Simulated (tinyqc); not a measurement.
# Input admittance of a MOSFET at zero drain bias: distributed channel and distributed gate: what changes with what

Source and drain grounded, strong inversion, w = 2 pi f, Cox = eps0 eox/tox. The channel is an RC line of resistance 1/(mu Cox Vo) per square fed from both ends, so one finger has the intrinsic admittance y = i w Cox L tanh(g)/g per width, g = (1/2) sqrt(i w tau), tau = L^2/(mu Vo). The vertical resistance rv/L is in series with y, the overlaps 2 i w Cov in parallel: y_t = 1/(1/y + rv/L) + 2 i w Cov. The gate strip is a line of Rsh/L per length loaded by y_t, so a finger has Y = y_t Wf tanh(k)/k, k = (Wf/sd) sqrt(y_t Rsh/L); the device has Nf Y.

Inputs (values chosen for the exercise); values of the order met in silicon radio-frequency transistors: relative permittivity of the gate insulator (close to hafnium oxide) eox = 21.4; insulator thickness tox = 5.1 nm; channel length L = 1.8 um; finger width Wf = 1.8 um; number of fingers Nf = 64; channel mobility mu = 230 cm^2/(V s); gate overdrive Vo = 0.68 V; sheet resistance of the gate Rsh = 16 ohm/square; vertical resistivity of the gate stack rv = 0 ohm um^2; number of ends at which a finger is contacted sd = 1; overlap and fringe capacitance on each side Cov = 0.23 fF/um; frequency f = 8.6 GHz.

Constants: eps0 = 8.8541878128e-14 F/cm where lengths are in cm. Results are converted to the units shown.

Each table varies one quantity; the others keep the values above.

## Input impedance against frequency

Low-frequency limits, with c = Cox L and ct = c + 2 Cov: R_strip = Rsh Wf/(3 sd^2 L Nf), R_ch = (c/ct)^2 L/(12 mu Cox Vo Wf Nf), R_vert = (c/ct)^2 rv/(L Wf Nf), C = ct Wf Nf. Z = 1/(Nf Y) = R + 1/(i w C), Q = |Im Z|/R, far-point signal |1/cosh k|.

The same in every row: low-frequency R (ohm) = 2.2937.

Results:
```
f (GHz)	w tau	|k|	R (ohm)	C (fF)	Q	signal at the far point
0.09	0.11715	0.033114	2.2936	7756.9	99.395	0.99999
0.6	0.78098	0.085377	2.2931	7750.3	14.926	0.99976
2	2.6033	0.15365	2.2874	7682.9	4.5281	0.99750
5	6.5082	0.22685	2.2556	7325.1	1.9265	0.98843
10	13.016	0.27749	2.1530	6361.9	1.1620	0.97567
30	39.049	0.34460	1.5832	3590.9	0.93317	0.95861
90	117.15	0.45452	0.91523	2012.0	0.96034	0.93134
300	390.49	0.62089	0.51896	1103.9	0.92607	0.87795
```

Estimate the missing row, f = 0.2 GHz.

Computed row:
```
f (GHz)	w tau	|k|	R (ohm)	C (fF)	Q	signal at the far point
0.2	0.26033	0.049357	2.2936	7756.3	44.732	0.99997
```

With this row back in the table: R falls from 2.29 to 0.519 ohm and C falls from 7760 to 1100 fF. Q goes as f^(-1.00) between the first two rows and f^(-0.03) between the last two, where w tau = 390 and |k| = 0.621. The low-frequency limits hold both R and C within 5 % up to f = 2 GHz among the rows.

## Dividing a fixed width into fingers

Total width Wf Nf = 120 um; each finger also has a contact resistance Rc at each contacted end, which adds Rc/(sd Nf). The resistances are low-frequency limits, good while |k| is below about 1; the far-point signal is |1/cosh k| at f, without Rc.

The same in every row: R_ch + R_vert (ohm) = 2.122.

Results:
```
Nf	Wf (um)	R_strip (ohm)	Rc/(sd Nf) for Rc = 30 ohm (ohm)	sum (ohm)	signal at the far point
1	120.0	355.6	30.00	387.7	2.297e-7
2	60.00	88.89	15.00	106.0	6.777e-4
4	30.00	22.22	7.500	31.84	0.03683
8	15.00	5.556	3.750	11.43	0.2734
32	3.750	0.3472	0.9375	3.407	0.9090
64	1.875	0.08681	0.4688	2.677	0.9767
128	0.9375	0.02170	0.2344	2.378	0.9941
```

Estimate the missing row, Nf = 16.

Computed row:
```
Nf	Wf (um)	R_strip (ohm)	Rc/(sd Nf) for Rc = 30 ohm (ohm)	sum (ohm)	signal at the far point
16	7.500	1.389	1.875	5.386	0.6821
```

With this row back in the table: R_strip falls as 1/Nf^2, from 356 to 0.0217 ohm, the contact term as 1/Nf, and R_ch + R_vert stays at 2.12 ohm since the total width is fixed. The sum is within a factor 1.5 of that floor from Nf = 64 on. More fingers add wiring capacitance, which is left out.

Numbers from tinyqc (`OMP_NUM_THREADS=1 python tinyqc.py 2262074 2262075 out.jsonl`; about 0.01 s on one thread of a shared Intel Xeon 2.30GHz).
